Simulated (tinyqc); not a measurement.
Six-band Luttinger-Kohn model with strain: sweeps and comparisons. A value that a table varies takes the place of the one given here.

Six-band Luttinger-Kohn model in the basis |3/2,3/2>, |3/2,1/2>, |3/2,-1/2>, |3/2,-3/2>, |1/2,1/2>, |1/2,-1/2>, electron energies, zero at the top of the unstrained valence band. H = -[rows: (P+Q, -S, R, 0, -S/r2, r2 R); (-S*, P-Q, 0, R, -r2 Q, r32 S); (R*, 0, P-Q, S, r32 S*, r2 Q); (0, R*, S*, P+Q, -r2 R*, -S*/r2); (-S*/r2, -r2 Q, r32 S, -r2 R, P+Dso, 0); (r2 R*, r32 S*, r2 Q, -S/r2, 0, P+Dso)], r2 = sqrt(2), r32 = sqrt(3/2). Levels are twofold.

P = c g1 k^2 - av tr(e); Q = c g2 (kx^2 + ky^2 - 2 kz^2) - (b/2)(exx + eyy - 2 ezz); R = c sqrt3 [-g2 (kx^2 - ky^2) + 2i g3 kx ky] + (sqrt3/2) b (exx - eyy) - i d exy; S = 2 c sqrt3 g3 (kx - i ky) kz - d (exz - i eyz); c = hbar^2/2m0, e the strain tensor (not engineering shear).

s11 = (C11 + C12)/((C11 - C12)(C11 + 2 C12)), s12 = -C12/((C11 - C12)(C11 + 2 C12)), s44 = 1/C44; exx = s11 sxx + s12 (syy + szz) and cyclic, exy = s44 sxy/2; tension is positive. A uniaxial stress X along the unit vector n is s_ij = X n_i n_j.

Constants: hbar^2/2m0 = 3.80998211 eV angstrom^2.

Inputs chosen for the exercise (near those of GaAs; the results hold for these values, not for the real material): Dso = 0.332 eV (spin-orbit splitting); g1 = 6.97 (Luttinger gamma1); g2 = 2.05 (gamma2); g3 = 2.92 (gamma3); av = 1.22 eV (valence hydrostatic potential); b = -1.96 eV (tetragonal shear potential); d = -4.83 eV (trigonal shear potential); C11 = 117.8 GPa; C12 = 53.7 GPa; C44 = 61.4 GPa; load = biaxial (001) (kind of stress); X1 = 1.4 GPa (size of the stress); E_h = 40 meV (hole energy below the top); X = -2.37 GPa (stress).

## Sweep of a biaxial (001) stress

Edges at k = 0 and curvature masses of the top pair along [100] and [001] (step 0.0002 1/angstrom); at zero stress the top is fourfold and has no single curvature.

Edges and masses:

| X (GPa) | top (eV) | second (eV) | third (eV) | splitting (meV) | m [100] | m [001] |
|---|---|---|---|---|---|---|
| -3.00 | 0.0592 | -0.0676 | -0.4212 | 126.8 | 0.111 | 0.348 |
| -2.00 | 0.0395 | -0.0576 | -0.3789 | 97.0 | 0.111 | 0.348 |
| -1.00 | 0.0197 | -0.0353 | -0.3489 | 55.1 | 0.111 | 0.348 |
| 0.00 | 0.0000 | 0.0000 | -0.3320 | 0.0 | - | - |
| 1.00 | 0.0465 | -0.0197 | -0.3263 | 66.2 | 0.234 | 0.081 |
| 2.00 | 0.1010 | -0.0395 | -0.3285 | 140.5 | 0.260 | 0.076 |
| 3.00 | 0.1608 | -0.0592 | -0.3361 | 220.0 | 0.281 | 0.072 |

The splitting reaches 126.8 meV under compression and 220.0 meV under the same tension; linear shear terms alone would make the two equal, and the difference comes from the coupling to the split-off band. At the ends of the sweep the top pair has a mass along [100] of 0.111 under compression and 0.281 under tension, so compression gives the lighter holes along [100]; along [001] it has 0.348 and 0.072. The top edge itself moves by +59 and +161 meV. The ends of the sweep mean strains up to 2.4 %, beyond the range of linear deformation potentials.

## Which stress helps holes along [110]

Each load has size X1 (biaxial: sxx = syy); masses are curvatures of the top pair at k = 0.

Results:

| load | splitting (meV) | top edge (meV) | m [110] | m [001] |
|---|---|---|---|---|
| uniaxial [110], compression | 75.7 | 33.6 | 0.071 | 0.254 |
| uniaxial [110], tension | 62.4 | 42.8 | 0.552 | 0.101 |
| uniaxial [100], compression | 95.2 | 44.8 | 0.119 | 0.245 |
| uniaxial [100], tension | 73.5 | 50.4 | 0.168 | 0.111 |
| uniaxial [111], compression | 69.1 | 29.7 | 0.092 | 0.143 |
| uniaxial [111], tension | 57.0 | 39.4 | 0.247 | 0.143 |
| biaxial (001), compression | 73.5 | 27.6 | 0.111 | 0.348 |
| biaxial (001), tension | 95.2 | 67.5 | 0.245 | 0.078 |

The lightest mass along [110] (0.071) comes with uniaxial [110], compression. The largest splitting (95.2 meV) comes with uniaxial [100], compression; biaxial (001), tension. The heaviest mass along [001] (0.348), which lowers the confinement energy in a (001) channel, comes with biaxial (001), compression. The splitting per GPa follows b (s11 - s12) for loads along cube axes and d s44 for [111]: here 2 |b| (s11 - s12) = 61.2 and |d| s44/sqrt3 = 45.4 meV per GPa in the limit of large Dso; where the splitting nears Dso, mixing with the split-off band makes it depend on the sign of the load.

## Warping of the constant-energy contours (six-band Luttinger-Kohn model)

No strain (e = 0). In the plane kz = 0, |k| where the top and second pairs lie E_h below the top, against the angle from [100]; m = c k^2/E_h.

Contours:

| angle (degrees) | k top (1/angstrom) | k second (1/angstrom) | m top (m0) | m second (m0) |
|---|---|---|---|---|
| 0 | 0.0605 | 0.0314 | 0.348 | 0.094 |
| 9 | 0.0621 | 0.0312 | 0.368 | 0.093 |
| 18 | 0.0670 | 0.0307 | 0.428 | 0.090 |
| 27 | 0.0751 | 0.0303 | 0.537 | 0.087 |
| 36 | 0.0849 | 0.0299 | 0.686 | 0.085 |
| 45 | 0.0903 | 0.0298 | 0.777 | 0.085 |

The heavy contour reaches 1.493 times as far along [110] as along [100], the light one 0.950 times. The warping follows g3 - g2 = 0.87 and would vanish for g2 = g3. Along [100] the heavy mass is 1/(g1 - 2 g2) = 0.348 at any energy, while the light one is 0.0937, against 1/(g1 + 2 g2) = 0.0903 at the edge, for E_h/Dso = 0.12.

## What each parameter does

Edges at k = 0 under a biaxial (001) stress X and the curvature mass of the top pair along [100] (step 0.0002 1/angstrom). Each row changes one parameter from the base and keeps the others.

Results:

| case | top (eV) | second (eV) | third (eV) | mass (m0) |
|---|---|---|---|---|
| base | 0.0468 | -0.0626 | -0.3933 | 0.111 |
| g2 = 2.46 | 0.0468 | -0.0626 | -0.3933 | 0.106 |
| X = -1.896 GPa | 0.0374 | -0.0559 | -0.3752 | 0.111 |
| C44 = 49.12 GPa | 0.0468 | -0.0626 | -0.3933 | 0.111 |
| C12 = 42.96 GPa | 0.0337 | -0.0644 | -0.3864 | 0.111 |
| av = 0.976 eV | 0.0519 | -0.0574 | -0.3881 | 0.111 |
| g3 = 3.504 | 0.0468 | -0.0626 | -0.3933 | 0.111 |
| g1 = 8.364 | 0.0468 | -0.0626 | -0.3933 | 0.096 |

The largest shifts from the base row, up to three for each result and ties (the steps differ in size, so this ranks the rows, not the parameters). top (eV): C12 -0.0131, X -0.0094, av +0.0051; unchanged at the printed digits by g2, C44, g3 and g1. second (eV): X +0.0067, av +0.0051, C12 -0.0019; unchanged at the printed digits by g2, C44, g3 and g1. third (eV): X +0.0181, C12 +0.0068, av +0.0051; unchanged at the printed digits by g2, C44, g3 and g1. mass (m0): g1 -0.015, g2 -0.005; unchanged at the printed digits by X, C44, C12, av and g3. The Luttinger parameters multiply k^2 and cannot move the edges; av shifts all edges alike and leaves the mass.

(tinyqc, `OMP_NUM_THREADS=1 python tinyqc.py 1080867 1080868 out.jsonl`, Intel(R) Xeon(R) Processor @ 2.30GHz, 1 thread, shared host, about 0.08 s.)
